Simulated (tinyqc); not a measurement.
Worked calculation: defect equilibria of an oxide against oxygen pressure (mass action). Computed by tinyqc, a small Python program that keeps every step. Command: `OMP_NUM_THREADS=1 python tinyqc.py 3018581 3018582 out.jsonl brouwer walk`. One thread of a shared host (Intel(R) Xeon(R) Processor @ 2.30GHz), about 0.01 s of CPU time with the checks. Intermediate numbers are printed to about 7 digits and carried at full precision; extremes and crossings named in words are read from the listed rows.

Defects: oxygen vacancies V (charge +2), electrons n, holes p, the ionic partner X = V_M'''' (charge -4), and the dopant. Activities are taken equal to concentrations.

Inputs (values chosen for the exercise, for a model oxide):
```
quantity                           value             unit
reduction enthalpy H_r              4.62               eV
prefactor K_r0                   2.7e+71  cm^-9 atm^(1/2)
gap E_g                             2.66               eV
prefactor N_c N_v                1.2e+42            cm^-6
disorder enthalpy H_s               5.46               eV
prefactor K_s0                   4.7e+67            cm^-9
dopant density N_d               2.2e+19            cm^-3
temperature T                       1000                K
oxygen pressure P                  6e-17              atm
electron mobility mu_n             0.023       cm^2/(V s)
hole mobility mu_p                 0.087       cm^2/(V s)
vacancy diffusion prefactor D_0     0.11           cm^2/s
vacancy migration energy E_m        0.68               eV
```

Ionic disorder: Schottky, oxide MO2. Dopant (singly charged, fully ionised): acceptor.

Constants: k_B = 8.617333262e-05 eV/K; e = 1.602176634e-19 C.

## Equilibrium constants

K_r = K_r0 exp(-H_r/k_B T) = [V] n^2 P^(1/2); K_i = N_c N_v exp(-E_g/k_B T) = n p; K_s = K_s0 exp(-H_s/k_B T) = [X] [V]^2.

K_r = 1.404716e+48 cm^-9 atm^(1/2)

K_i = 4.713801e+28 cm^-6

K_s = 1.428594e+40 cm^-9

## Trial electron densities

Neutrality: 2 [V] + p = n + 4 [X] + N_d. With n as the unknown, [V] = K_r/(n^2 P^(1/2)), p = K_i/n, [X] = K_s/[V]^2; the log ratio is ln(positive/negative).

Densities (cm^-3):
```
n                  [V]             p           [X]  log ratio
1.00e+17  1.813481e+22  4.713801e+11  4.343933e-05    7.40316
1.00e+18  1.813481e+20  4.713801e+10  4.343933e-01    2.75807
1.00e+19  1.813481e+18  4.713801e+09  4.343933e+03   -2.17734
1.00e+20  1.813481e+16  4.713801e+08  4.343933e+07   -8.12080
1.00e+21  1.813481e+14  4.713801e+07  4.343933e+11  -14.85146
```

## Solution at the given pressure

The root is found by 60 bisections in ln n between n = 1e-10 and 1e25 cm^-3.

n = 3.752831e+18 cm^-3

[V] = 1.287642e+19 cm^-3

p = 1.256066e+10 cm^-3

[X] = 86.16264 cm^-3

The largest terms give the Brouwer balance 2 [V] = N_d; the smaller of the two terms is 85 % of the total charge of one sign, so the point lies near a boundary between regimes.

## Conductivities

sigma_n = e n mu_n, sigma_p = e p mu_p, sigma_ion = 2 e [V] mu_V with mu_V = 2 e D/(k_B T) and D = D_0 exp(-E_m/k_B T); only the oxygen vacancies carry ionic current, and the ionic transport number is sigma_ion over the total.

sigma_n = 0.01382920 S/cm

sigma_p = 1.750822e-10 S/cm

sigma_ion = 0.003940361 S/cm

total conductivity = 0.01776957 S/cm

ionic transport number = 0.2217477

The conductor is mainly n-type electronic here.

## Brouwer diagram

The slope is d log n / d log P from this row and the one above; the last column names the largest term on each side. Pressures that give more than 3e21 cm^-3 are left out.

Log10 of the densities in cm^-3:
```
log10 P (atm)         n       [V]         p        [X]  slope of n      balance
-28            20.81137  20.52485   7.86200  -0.894785           -    2 [V] = n
-24            20.12755  19.89248   8.54582   0.369948  -0.1709542    2 [V] = n
-20            19.39029  19.36701   9.28308   1.420881  -0.1843167    2 [V] = n
-16            18.52249  19.10261  10.15088   1.949687  -0.2169496  2 [V] = N_d
-12            17.54963  19.04834  11.12374   2.058239  -0.2432155  2 [V] = N_d
-8             16.55275  19.04210  12.12063   2.070715  -0.2492202  2 [V] = N_d
-4             15.55306  19.04146  13.12031   2.071983  -0.2499208  2 [V] = N_d
0              14.55310  19.04140  14.12028   2.072115  -0.2499918  2 [V] = N_d
```

Regimes: 2 [V] = n from log P = -28 to -20, where that balance predicts a slope of -1/6 and the table comes as close as -0.171; 2 [V] = N_d from log P = -16 to 0, where that balance predicts a slope of -1/4 and the table comes as close as -0.250. Rows with n or p near or above sqrt(N_c N_v) are degenerate, and n p = K_i is then only nominal.

## Conductivity against oxygen pressure

The formulas are those given above.

Log10 of the conductivities in S/cm:
```
log10 P (atm)     n-type     p-type      ionic      total  ionic transport number
-28             0.377809  -11.99377  -0.989412   0.396065               0.0411646
-24            -0.306008  -11.30995  -1.621778  -0.285509               0.0461032
-20            -1.043275  -10.57269  -2.147245  -1.010370               0.0729667
-16            -1.911073   -9.70489  -2.411648  -1.791880               0.2400115
-12            -2.883935   -8.73203  -2.465924  -2.325436               0.7236231
-8             -3.880816   -7.73514  -2.472162  -2.455534               0.9624354
-4             -4.880499   -6.73546  -2.472796  -2.471077               0.9960500
0              -5.880466   -5.73549  -2.472862  -2.472455               0.9990635
```

The ionic transport number exceeds 0.9 in the rows log P = -8, -4, 0: the electrolytic window. The total has no minimum inside this range.

Checks made by the program: the three mass-action laws (relative difference below 1e-10).
